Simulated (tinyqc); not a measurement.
Single-photon avalanche diode, trigger probability and counting: one step of the calculation.

A multiplication layer of width W with the uniform field V/W; alpha = an exp(-bn/E) for electrons, beta = ap exp(-bp/E) for holes (local model, no dead space). a = alpha W, b = beta W. Electrons enter at x = 0, holes at x = W. P0 is the probability that an electron entering at 0 starts a lasting avalanche, PW the same for a hole entering at W.

Question. Trigger probability by substitution. PW = 1 - (1 - P0)^(b/a); P0(new) = PW/(PW + (1 - PW) exp(b - a)).

P0 at the start = 0.5
a = 3.0011368
b = 0.57993572

Find: PW; P0 after iteration 1.

Answer.

PW = 0.1254
P0 after iteration 1 = 0.6174

Numbers from tinyqc (`OMP_NUM_THREADS=1 python tinyqc.py 2630064 2630065 out.jsonl`; about 0.01 s on one thread of a shared Intel Xeon 2.30GHz).
